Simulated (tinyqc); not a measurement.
Precursor delivery by bubblers, mass-transport growth and the solid composition of a III-V alloy. From solid fraction x back to vapour fraction x_v of D among the group-V sources. Computed by tinyqc, a small Python program. Command: `OMP_NUM_THREADS=1 python tinyqc.py 3002007 3002008 out.jsonl movpe_thermo inv`. One thread of a shared host (Intel(R) Xeon(R) Processor @ 2.30GHz), about 0.03 s of CPU time with the checks.

1 sccm = 44.615 micromol/min; 1 torr = 133.322 Pa. The sources decompose fully at the surface.

Inputs (values chosen for the exercise, modelled on triethylgallium (source 1) and trimethylindium (source 2) for the vapour pressures):

| quantity | value | unit |
|---|---|---|
| bath temperature T1 | 289 | K |
| bath temperature T2 | 302 | K |
| bubbler pressure p_b | 600 | torr |
| carrier flow F1 | 35 | sccm |
| carrier flow F2 | 21 | sccm |
| total flow F_t | 13 | slm |
| group-V flow F_V | 170 | sccm |
| reactor pressure p | 76 | torr |
| growth temperature T | 820 | K |
| diffusivity at 273 K and 760 torr | 0.41 | cm^2/s |
| flow cross-section A | 50 | cm^2 |
| distance from the leading edge z | 12 | cm |
| lattice constant a | 5.68 | angstrom |
| interaction L0 of the solid | 5.07 | kJ/mol |
| exchange energy dG_x of AC + (1/2) D2 -> AD + (1/2) C2 | 9.3 | kJ/mol |

Alloy: mixing on the group-V sites.

constants a, b of source 1 (log10 torr, K): 8.066  2162

constants a, b of source 2 (log10 torr, K): 10.48  3014

Constants: k_B = 1.380649e-23 J/K; R = 8.314462618 J/(mol K).

Method:
- log10 p_v = a - b/T_bath; molar flow = F x 44.615 x p_v/(p_b - p_v) for a saturated bubbler.
- p_i = p n_i/(44615 F_t), F_t in slm; p_V = p F_V/(1000 F_t), counted per molecule supplied; V/III = 44.615 F_V/(n1 + n2); vapour fraction of source 2 = n2/(n1 + n2).
- Mean velocity u = (F_t/A)(760/p)(T/273); D = D0 (T/273)^1.75 (760/p); boundary layer delta = sqrt(pi D z/u); flux = D dp/(delta k_B T); growth rate = flux x a^3/4.
- At high V/III the group-V pressures at the surface equal those supplied, as dimers: p_D2/p_C2 = x_v/(1 - x_v). Equilibrium of the solid AC(1-x)D(x), A standing for the mix of both group-III metals: ln[x/(1 - x)] + L0 (1 - 2x)/(R T) = -dG_x/(R T) + (1/2) ln[x_v/(1 - x_v)]. Growth rate = rate per torr x (p_1 + p_2). Sensitivity dx/dx_v = [1/(2 x_v (1 - x_v))]/[1/(x (1 - x)) - 2 L0/(R T)].

Problem. A run gave the result below. Find the vapour fraction x_v of D among the group-V sources, known to lie between 0.29 and 0.59.

solid fraction x = 0.09191853

Solution.

Each step takes the trial c = (a f_b - b f_a)/(f_b - f_a), f being the result less the target and a, b, c the logarithms of the listed values; c replaces end b, the old b replaces a if the sign of f changed, and otherwise f_a is halved.

Scan of the range:

| vapour fraction x_v of D among the group-V sources | solid fraction x |
|---|---|
| 0.290 | 0.080492 |
| 0.326 | 0.087847 |
| 0.367 | 0.096500 |
| 0.414 | 0.106941 |
| 0.466 | 0.119387 |
| 0.524 | 0.134799 |
| 0.590 | 0.155117 |

False position (Illinois rule, in the logarithm of the input) inside the bracket:

| step | end a | end b | trial | solid fraction x |
|---|---|---|---|---|
| 1 | 0.326000 | 0.367000 | 0.344688 | 0.0917475 |
| 2 | 0.367000 | 0.344688 | 0.345467 | 0.0919116 |
| 3 | 0.367000 | 0.345467 | 0.345530 | 0.0919249 |
| 4 | 0.345467 | 0.345530 | 0.345500 | 0.0919185 |
| 5 | 0.345530 | 0.345500 | 0.345500 | 0.0919185 |

Solid fraction x rises at every point of a 13-point scan of the range (every second point is shown), so one value fits; it is bracketed by 0.326 and 0.367. Answer: vapour fraction x_v of D among the group-V sources = 0.3455.

Caution: the boundary layer is a quarter or more of the root of the cross-section, so it fills much of the channel and depletion along the flow matters.
